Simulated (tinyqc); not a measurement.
Surface segregation during layer-by-layer epitaxy: two-layer exchange kinetics and the shape of quantum wells and delta layers. Changing the segregation energy E_s. Computed by tinyqc, a small Python program. Command: `OMP_NUM_THREADS=1 python tinyqc.py 3028742 3028743 out.jsonl mbeseg sweep`. One thread of a shared host (Intel(R) Xeon(R) Processor @ 2.30GHz), about 0.02 s of CPU time with the checks.

Atoms A and B exchange only between the growing layer and the one below it. B is supplied for N layers, then pure A follows.

Inputs (values chosen for the exercise, close to those used for phosphorus in silicon):
```
quantity                                   value      unit
barrier E1 for B to move up                 1.75        eV
attempt frequency nu                          10       THz
growth rate G                               0.31  layers/s
share x0 of B in the flux during the well   0.12         -
layers in the well N                          10         -
layer thickness                             1.36  angstrom
temperature T                                400         C
```

Constants: k_B = 8.617333262e-05 eV/K.

Method:
- p1 = nu exp(-E1/(k_B T)) (B up, A down), p2 = nu exp(-(E1 + E_s)/(k_B T)) (B down); time per layer tau = 1/G; K = p1/p2.
- Temperatures in kelvin are T(C) + 273.15.
- Dilute equilibrium share passed up per layer R_eq = K/(1 + K).
- Each layer is deposited complete with B share x_dep and then exchanges for the time tau = 1/G with the layer below, whose share is b (total c = s + b fixed): ds/dt = p1 b (1 - s) - p2 s (1 - b), s(0) = x_dep. With the roots s1 < s2 of the right side, (s - s1)/(s - s2) = [(s(0) - s1)/(s(0) - s2)] exp(-(p1 - p2)(s2 - s1) tau). The lower layer is then buried with c - s, and s becomes the b of the next layer.
- In the dilute tail each layer passes up the share R = R_eq (1 - exp(-(p1 + p2) tau)); decay length = -layer thickness/ln R.
- Index 0 is the last layer of pure A below the well. Share of B outside the intended layers 1..N = 1 - (sum over 1..N)/(N x0).

One run for each value:
```
segregation energy E_s (eV)  share passed up R  decay length (angstrom)  peak share (largest buried share)     R_eq
0.03                                   0.61580                    2.805                            0.11941  0.62649
0.10                                   0.80661                    6.328                            0.11600  0.84863
0.17                                   0.88468                   11.100                            0.11339  0.94934
0.24                                   0.91054                   14.512                            0.11260  0.98429
0.31                                   0.91852                   16.002                            0.11239  0.99525
0.39                                   0.92109                   16.546                            0.11233  0.99880
0.46                                   0.92170                   16.681                            0.11232  0.99964
0.53                                   0.92189                   16.721                            0.11231  0.99989
0.60                                   0.92194                   16.733                            0.11231  0.99997
```

What does the table show, and why?

Over the rows, share passed up R rises from 0.616 to 0.922; decay length (angstrom) rises from 2.81 to 16.7 (exponent d ln y / d ln x 0.68 between the first rows and 0.0059 between the last); peak share (largest buried share) falls from 0.119 to 0.112. At large E_s the return jump freezes and R levels off at 1 - exp(-p1 tau).

Caution (all rows): two-layer exchange with complete layers is a simplification that can understate segregation at low temperature; desorption, step-edge exchange and surfactants are left out. Caution (rows 0.100, 0.170, 0.240, 0.310, 0.390, 0.460, 0.530, 0.600): the floating layer fills towards saturation, so the dilute decay length holds only far out in the tail.

Extremes, crossings and ranges named in words are read from the listed rows.
